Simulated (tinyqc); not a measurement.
# Elastic trap-assisted tunnelling through a dielectric, step by step

Computed by the program tinyqc: `OMP_NUM_THREADS=1 python tinyqc.py 2370025 2370026 out.jsonl`, one thread of a shared Intel Xeon 2.30GHz, about 0.03 s for the whole run. Printed values are rounded.

Emitter at x = 0 (Fermi level 0), collector at x = t (Fermi level -V), band edge U(x) = phi - F x, F = V/t. A trap at x has the energy E = U(x) - Et. With G(u) = (4/(3 F)) sqrt(mo/C) max(u, 0)^1.5, C = hbar^2/(2 m0): S1 = G(phi - E) - G(Et), S2 = G(Et) - G(phi - V - E), T1,2 = exp(-S1,2). The steady rate through one trap is nu T1 T2 (f1 - f2)/(T1 + T2), f1 = f(E), f2 = f(E + V), f(y) = 1/(1 + exp(y/Vt)); both contacts offer states at E.

Values chosen for this exercise; dielectric values close to those of silicon dioxide:
- T = 350 K (temperature)
- phi = 3.01 eV (barrier above the emitter Fermi level)
- mo = 0.49 m0 (tunnelling mass)
- t = 8 nm (thickness)
- Et = 2.57 eV (trap depth below the band edge of the dielectric)
- Nt = 2.1e17 cm^-3 (trap density)
- nu = 1e13 1/s (attempt frequency)
- n = 13 (points of the grid)
- V = 1.17 V (voltage)
- xa = 3.24 nm (left end of the grid)
- xb = 4.28 nm (right end of the grid)

Constants: q = 1.602176634e-19 C, kB = 1.380649e-23 J/K, hbar = 1.054571817e-34 J s, m0 = 9.1093837015e-31 kg, Vt = kB T/q, hbar^2/(2 m0) = 0.0380998212 eV nm^2. Results are converted to the units shown.

Range of the model: Phonon-assisted (inelastic) capture, chains of traps and a spread of trap depths are left out.

## Rate through a trap near the best position

n equally spaced x from xa to xb, where nearly all of the current flows; J = q Nt times the integral of the rate, by Simpson's rule.

x, point 0 to 12 (nm): [3.24000, 3.32667, 3.41333, 3.50000, 3.58667, 3.67333, 3.76000, 3.84667, 3.93333, 4.02000, 4.10667, 4.19333, 4.28000]
E, point 0 to 12 (eV): [-0.033850, -0.046525, -0.059200, -0.071875, -0.084550, -0.097225, -0.109900, -0.122575, -0.135250, -0.147925, -0.160600, -0.173275, -0.185950]
S1, point 0 to 12: [38.9222, 40.0079, 41.0958, 42.1859, 43.2783, 44.3729, 45.4697, 46.5688, 47.6701, 48.7736, 49.8794, 50.9873, 52.0975]
S2, point 0 to 12: [50.8384, 49.9860, 49.1308, 48.2727, 47.4118, 46.5480, 45.6815, 44.8120, 43.9398, 43.0648, 42.1869, 41.3063, 40.4229]
f1 - f2, point 0 to 12: [0.754419, 0.823838, 0.876838, 0.915527, 0.942855, 0.961712, 0.974514, 0.983111, 0.988841, 0.992642, 0.995154, 0.996812, 0.997903]
rate, point 0 to 12 (1/s): [6.29180e-10, 1.61123e-9, 4.03211e-9, 9.91056e-9, 2.38149e-8, 5.25725e-8, 7.80012e-8, 4.99890e-8, 1.91410e-8, 6.50473e-9, 2.16445e-9, 7.16246e-10, 2.36278e-10]
J = 7.19650e-17 A/cm^2

A converged quadrature gives 7.283e-17 A/cm^2; this grid is 1.2 % below that. The rate peaks at x = 3.76 nm; traps sink below the emitter Fermi level beyond x = 3.01 nm.

## The best-placed trap against direct tunnelling

xs = 3.76 nm

At x = xs: E, S1, S2 and the occupation (T1 f1 + T2 f2)/(T1 + T2). Direct tunnelling at E = 0 has S = (4/(3 F)) sqrt(mo/C) [phi^1.5 - max(phi - V, 0)^1.5].

E = -0.109900 eV
S1 = 45.4697
S2 = 45.6815
occupation = 0.538647
S of direct tunnelling = 89.1346

The harder of the two steps has S = 45.7, 51.2 % of the direct exponent: the trap splits one long tunnelling path into two short ones.
